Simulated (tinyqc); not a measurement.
Worked calculation: empirical pseudopotential in a few plane waves. One step of it, computed by the program tinyqc.

Question. Bloch Hamiltonian at k. Basis: the 15 shortest G (labels in 2 pi/a), the same at every k. H(G,G') = c |k + G|^2 delta + VS(|G-G'|^2) cos((G-G').tau) + i VA sin((G-G').tau), tau = a/8 (1,1,1); 1 Ry = 13.605693 eV.

Parameters chosen for this model: fcc lattice, atoms at +/- a/8 (1,1,1); form factors in rydberg at |G|^2 in units of (2 pi/a)^2:
```
parameter                 value      unit
a                      5.690000  angstrom
VS(3)                 -0.234000        Ry
VS(8)                  0.057000        Ry
VS(11)                 0.047000        Ry
VA(3)                         0        Ry
VA(4)                         0        Ry
VA(11)                        0        Ry
hbar^2/2m (2 pi/a)^2   4.645775        eV
```

k point k (2 pi / a): [0.550000, -0.420000, 0.440000]

Give: H(k) at k.

Answer.

H(k) at k (eV), order +0+0+0, -1-1-1, -1-1+1, -1+1-1, -1+1+1, +1-1-1, +1-1+1, +1+1-1, +1+1+1, -2+0+0, +0-2+0, +0+0-2, +0+0+2, +0+2+0, +2+0+0:
```
[[3.1243, 2.2512, -2.2512, -2.2512, -2.2512, -2.2512, -2.2512, -2.2512, 2.2512, 0.0000, 0.0000, 0.0000, 0.0000, 0.0000, 0.0000],
 [2.2512, 11.7654, 0.0000, 0.0000, -0.7755, 0.0000, -0.7755, -0.7755, 0.0000, -2.2512, -2.2512, -2.2512, -0.4522, -0.4522, -0.4522],
 [-2.2512, 0.0000, 19.9420, 0.7755, 0.0000, 0.7755, 0.0000, 0.0000, -0.7755, -2.2512, -2.2512, 0.4522, 2.2512, -0.4522, -0.4522],
 [-2.2512, 0.0000, 0.7755, 3.9605, 0.0000, 0.7755, 0.0000, 0.0000, -0.7755, -2.2512, 0.4522, -2.2512, -0.4522, 2.2512, -0.4522],
 [-2.2512, -0.7755, 0.0000, 0.0000, 12.1371, 0.0000, 0.7755, 0.7755, 0.0000, 2.2512, -0.4522, -0.4522, -2.2512, -2.2512, 0.4522],
 [-2.2512, 0.0000, 0.7755, 0.7755, 0.0000, 21.9861, 0.0000, 0.0000, -0.7755, 0.4522, -2.2512, -2.2512, -0.4522, -0.4522, 2.2512],
 [-2.2512, -0.7755, 0.0000, 0.0000, 0.7755, 0.0000, 30.1627, 0.7755, 0.0000, -0.4522, 2.2512, -0.4522, -2.2512, 0.4522, -2.2512],
 [-2.2512, -0.7755, 0.0000, 0.0000, 0.7755, 0.0000, 0.7755, 14.1812, 0.0000, -0.4522, -0.4522, 2.2512, 0.4522, -2.2512, -2.2512],
 [2.2512, 0.0000, -0.7755, -0.7755, 0.0000, -0.7755, 0.0000, 0.0000, 22.3578, -0.4522, -0.4522, -0.4522, -2.2512, -2.2512, -2.2512],
 [0.0000, -2.2512, -2.2512, -2.2512, 2.2512, 0.4522, -0.4522, -0.4522, -0.4522, 11.4867, 0.7755, 0.7755, -0.7755, -0.7755, 0.0000],
 [0.0000, -2.2512, -2.2512, 0.4522, -0.4522, -2.2512, 2.2512, -0.4522, -0.4522, 0.7755, 29.5123, 0.7755, -0.7755, 0.0000, -0.7755],
 [0.0000, -2.2512, 0.4522, -2.2512, -0.4522, -2.2512, -0.4522, 2.2512, -0.4522, 0.7755, 0.7755, 13.5308, 0.0000, -0.7755, -0.7755],
 [0.0000, -0.4522, 2.2512, -0.4522, -2.2512, -0.4522, -2.2512, 0.4522, -2.2512, -0.7755, -0.7755, 0.0000, 29.8839, 0.7755, 0.7755],
 [0.0000, -0.4522, -0.4522, 2.2512, -2.2512, -0.4522, 0.4522, -2.2512, -2.2512, -0.7755, 0.0000, -0.7755, 0.7755, 13.9025, 0.7755],
 [0.0000, -0.4522, -0.4522, -0.4522, 0.4522, 2.2512, -2.2512, -2.2512, -2.2512, 0.0000, -0.7755, -0.7755, 0.7755, 0.7755, 31.9281]]
```
